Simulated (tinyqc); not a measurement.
What moves the results: band offset of a heterojunction with an interface dipole (two-band chains, self-consistent charge). A value that a table varies takes the place of the one given here.

Sites alternate A, C. Left: A at -G1/2, C at +G1/2, hopping -t1; right: A at D - G2/2, C at D + G2/2, hopping -t2; the bonds across the two interfaces of a ring (C left to A right, C right to A left) have -sqrt(t1 t2). D is the offset of the mid-gaps, so Ev(right) - Ev(left) = D - (G2 - G1)/2 and Ec(right) - Ec(left) = D + (G2 - G1)/2. The closing bond has its sign reversed (antiperiodic ring). Half the levels are filled with two electrons each. The charge moved is q = (electrons on the left) less one a site; the mean over the two interfaces, q/2, is taken as the charge that crosses each, and its dipole opposes the offset: D = D0 - u q/2.

From here on the ring has 24 cells a side.

Parameters, chosen for this exercise (gaps near those of SiC and SiO2; the chains and D0 are free models, so the offsets are not those of the real pair; shifted at random, so the results belong to these values and not to a real crystal): G1 = 3.07 eV (gap on the left); G2 = 9.18 eV (gap on the right); t1 = 1.72 eV (hopping on the left); t2 = 2.09 eV (hopping on the right); u = 4.7 eV (potential step per electron moved across); D0 = -1.56 eV (mid-gap of the right side above that of the left, without dipole).

## Where the moved charge sits

D = -1.38363 eV

Electrons in cell k from an interface at the self-consistent D, less those at D = 0. Interface 1 joins C left to A right, interface 2 C right to A left. The decay lengths 1/(2 kappa a) are those of mid-gap states, cosh(kappa a) = 1 + G^2/(8 t^2).

Change of the electron count:

| k | left of 1 | right of 1 | left of 2 | right of 2 |
|---|---|---|---|---|
| 1 | -0.02543 | 0.02812 | -0.04138 | 0.04552 |
| 2 | -0.00274 | 0.00049 | -0.00434 | 0.00089 |
| 3 | -0.00039 | 0.00001 | -0.00060 | 0.00002 |
| 4 | -0.00006 | 0.00000 | -0.00009 | 0.00000 |
| 5 | -0.00001 | 0.00000 | -0.00001 | 0.00000 |
| 6 | 0.00000 | 0.00000 | 0.00000 | 0.00000 |

decay lengths (cells): left 0.578, right 0.263

Over six cells interface 1 moves -0.0286 electrons to the left side and +0.0286 to the right, interface 2 -0.0464 and +0.0464: each change is a dipole, and the two differ because the bonds join different sites. The first cells hold 94 % of it at interface 1. The tail is longer on the left, where the gap is smaller against the hopping: from k = 2 to 4 it falls by a factor 46.2, and pure mid-gap decay would give 31.8; the exponential carries a prefactor that falls as a power of the distance, so the first cells drop faster.

## Screening of the starting offset

chi = 0.051596 1/eV

D0 is varied; the self-consistent D is found by bisection. chi = dq/dD at D = 0; the linear rule is D = S D0 with S = 1/(1 + u chi/2). The gap of the junction closes (type III) at |D| = (G1 + G2)/2.

Against D0:

| 2 D0/(G1 + G2) | D0 (eV) | q at D0 | D (eV) | D/D0 | linear (eV) |
|---|---|---|---|---|---|
| -0.85 | -5.206 | -0.5435 | -4.3411 | 0.8338 | -4.6432 |
| -0.55 | -3.369 | -0.2346 | -2.9245 | 0.8681 | -3.0045 |
| -0.30 | -1.837 | -0.1036 | -1.6262 | 0.8850 | -1.6388 |
| -0.15 | -0.919 | -0.0485 | -0.8178 | 0.8902 | -0.8194 |
| 0.10 | 0.613 | 0.0319 | 0.5458 | 0.8911 | 0.5463 |
| 0.25 | 1.531 | 0.0840 | 1.3584 | 0.8871 | 1.3657 |
| 0.50 | 3.062 | 0.2024 | 2.6716 | 0.8724 | 2.7313 |
| 0.80 | 4.900 | 0.4740 | 4.1185 | 0.8405 | 4.3701 |
| 0.95 | 5.819 | 0.7123 | 4.7687 | 0.8195 | 5.1895 |

D/D0 lies between 0.820 and 0.891, against S = 0.892 from chi at D = 0; the linear rule misses by at most 421 meV. q is odd in D. Less than half of the starting offset is screened, so the natural line-up still counts most.

## Wider gaps screen less

G2 is varied. chi = (q(+0.01) - q(-0.01))/0.02 at D = 0, S = 1/(1 + u chi/2).

Against G2:

| G2 (eV) | chi (1/eV) | S |
|---|---|---|
| 0.7 | 0.28101 | 0.6023 |
| 1.1 | 0.24946 | 0.6304 |
| 1.5 | 0.22433 | 0.6548 |
| 2.3 | 0.18545 | 0.6965 |
| 3.4 | 0.14657 | 0.7438 |
| 5.5 | 0.09755 | 0.8135 |
| 7.0 | 0.07449 | 0.8510 |
| 9.0 | 0.05313 | 0.8890 |

chi falls from 0.2810 to 0.0531 1/eV, a factor 5.3, and S rises from 0.602 to 0.889: charge crosses through the tails of states that tunnel into the other gap, and these shorten as the gap widens. u is kept fixed, though a wider gap also screens less and would raise it.

## What each parameter does

Self-consistent D by bisection, q there, and the two offsets. Each row changes one parameter from the base and keeps the others.

Results:

| case | D (eV) | q | valence offset (eV) | conduction offset (eV) |
|---|---|---|---|---|
| base | -1.3836 | -0.0751 | -4.4386 | 1.6714 |
| G1 = 3.53 eV | -1.3930 | -0.0711 | -4.2180 | 1.4320 |
| G2 = 10.557 eV | -1.4154 | -0.0615 | -5.1589 | 2.3281 |
| t1 = 1.978 eV | -1.3758 | -0.0784 | -4.4308 | 1.6792 |
| t2 = 2.403 eV | -1.3742 | -0.0791 | -4.4292 | 1.6808 |
| D0 = -1.794 eV | -1.5883 | -0.0875 | -4.6433 | 1.4667 |
| u = 5.405 eV | -1.3608 | -0.0737 | -4.4158 | 1.6942 |

The largest shifts from the base row, up to three for each result and ties (the steps differ in size, so this ranks the rows, not the parameters). D (eV): D0 -0.2047, G2 -0.0317, u +0.0228. q: G2 +0.0135, D0 -0.0125, t2 -0.0040, G1 +0.0040. valence offset (eV): G2 -0.7202, G1 +0.2206, D0 -0.2047. conduction offset (eV): G2 +0.6568, G1 -0.2394, D0 -0.2047.

Computed by tinyqc, a small Python program: `OMP_NUM_THREADS=1 python tinyqc.py 1481216 1481217 out.jsonl` (the numbers bound the seed that draws the inputs); one thread of a shared host (Intel(R) Xeon(R) Processor @ 2.30GHz), about 0.5 s for the whole set of steps.
